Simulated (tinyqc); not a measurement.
# Shallow acceptor in the spherical model (Baldereschi-Lipari), strong spin-orbit limit, step by step

A worked calculation. Computed by tinyqc, a small Python program that keeps every step. Command: `OMP_NUM_THREADS=1 python tinyqc.py 3015072 3015073 out.jsonl acceptor walk`. One thread of a shared host (Intel(R) Xeon(R) Processor @ 2.30GHz), about 0.01 s of CPU time with the checks. Intermediate numbers are printed to about 6 digits and carried at full precision; extremes and crossings named in words are read from the listed rows.

The 1S(3/2) state has an s envelope f(r) and a d envelope g(r). In effective units they obey -(f'' + 2f'/r + 2f/r) + mu (g'' + 5g'/r + 3g/r^2) = E f and -(g'' + 2g'/r - 6g/r^2 + 2g/r) + mu (f'' - f'/r) = E g. The cubic term, the split-off band and the central cell are left out.

Inputs (values chosen for the exercise, modelled on germanium):
```
quantity                  value  unit
Luttinger gamma_1          13.4     -
Luttinger gamma_2          4.16     -
Luttinger gamma_3          5.65     -
dielectric constant eps    15.7     -
functions per channel n       3     -
smallest exponent zeta_1   0.96  1/a*
ratio beta of exponents     2.4     -
```

Constants: Ry = 13.605693123 eV; a_0 = 0.529177210903 angstrom.

## Effective units and couplings

Ry* = Ry/(gamma_1 eps^2), a* = a_0 eps gamma_1, mu = (6 gamma_3 + 4 gamma_2)/(5 gamma_1), delta = (gamma_3 - gamma_2)/gamma_1; spherical masses 1/(gamma_1 (1 - mu)) (heavy) and 1/(gamma_1 (1 + mu)) (light).

Ry* = 4.11923 meV

a* = 111.328 angstrom

mu = 0.754328

delta = 0.111194

heavy-hole mass = 0.303767 m_0

light-hole mass = 0.0425387 m_0

## Matrices in a small basis

zeta_i = zeta_1 beta^(i-1), i = 1..n, in both channels. Basis: f_i = exp(-zeta_i r), g_i = r exp(-zeta_i r), weight r^2 dr, s = zeta_i + zeta_j. S_ff = 2/s^3, H_ff = zeta_i zeta_j S_ff - 2/s^2; S_gg = 24/s^5, H_gg = 8/s^3 + 24 zeta_i zeta_j/s^5 - 12/s^4; H(f_i, g_j) = mu (6 zeta_i^2/s^4 + 2 zeta_i/s^3); S_fg = 0. Each function is normalised by sqrt(S_ii).

H (Ry*), lower triangle (symmetric):
```
           f1        f2       f3       g1       g2       g3
f1    -0.9984
f2  -0.796254  0.700416
f3  -0.422864   3.71322  19.5173
g1    1.00342   2.27274  2.94331   1.1904
g2    1.37222   5.77969  13.0910  2.59625  10.0823
g3    1.19495   7.90400  33.2910  2.90637  18.4006  65.8155
```

S, lower triangle (symmetric):
```
         f1       f2       f3       g1       g2       g3
f1  1.00000
f2  0.75678  1.00000
f3  0.35800  0.75678  1.00000
g1  0.00000  0.00000  0.00000  1.00000
g2  0.00000  0.00000  0.00000  0.62847  1.00000
g3  0.00000  0.00000  0.00000  0.18050  0.62847  1.00000
```

## Lowest level in the small basis

H c = E S c with c^T S c = 1 and the largest component positive; the d weight is the part of the norm in g.

E = -2.15810 Ry*

coefficients: f1 -0.012555, f2 0.819061, f3 0.070583, g1 -0.116080, g2 -0.420565, g3 -0.001721

d weight = 0.252696

## Converged levels

Large basis: zeta_i = 0.08 x 1.55^(i-1), i = 1..20 in each channel; overlap eigenvalues below 1e-11 are dropped. Binding energies are -E Ry*; the mass that fits is E(1S) eps^2/Ry.

1S(3/2) binding in Ry* = 2.17557

1S(3/2) binding energy = 8.96170 meV

2S(3/2) binding energy = 2.65546 meV

d weight of 1S(3/2) = 0.262278

Hydrogenic mass that fits = 0.162356 m_0

The small basis recovers 99.2 % of the binding. The ratio 2S/1S is 0.296 against the hydrogenic 0.25. The fitted mass is 53 % of the heavy-hole mass.

## One mass for the acceptor?

Hydrogenic binding Ry m/eps^2; the density-of-states mass is (m_H^(3/2) + m_L^(3/2))^(2/3); errors are against the large basis.

1S binding energy:
```
mass                     value (m_0)  binding (meV)  error (%)
light hole                  0.042539         2.3480   -73.7992
1/gamma_1                   0.074627         4.1192   -54.0351
mean of heavy and light     0.173153         9.5576     6.6498
heavy hole                  0.303767        16.7672    87.0988
density of states           0.314289        17.3480    93.5795
```

The coupled result, 8.96 meV, lies between the 1/gamma_1 value (no coupling) and the heavy-hole value; the closest single rule here is "mean of heavy and light", off by +6.6 %.

## Binding against mu

The formulas are those given above.

1S(3/2):
```
mu    binding (Ry*)  d weight  binding x (1 - mu)
0.10        1.00907  0.004236            0.908167
0.23        1.05016  0.022555            0.808620
0.45        1.22757  0.088297            0.675163
0.50        1.29854  0.109789            0.649270
0.75        2.14500  0.259016            0.536249
0.80        2.58020  0.298280            0.516040
0.90        4.76833  0.388180            0.476833
0.95        9.14465  0.440016            0.457233
```

The binding grows from 1.009 to 9.14 Ry*, slowly at first (second order in mu), while the d weight rises to 0.44. The last column, the binding in units of the heavy-hole Rydberg, falls to 0.457, towards about 0.44 as mu tends to 1.

Checks made by the program: mu = 0 against hydrogen, 1 and 1/4 (relative difference 4e-06); the coupling element from the adjoint operator (relative difference below 1e-10).
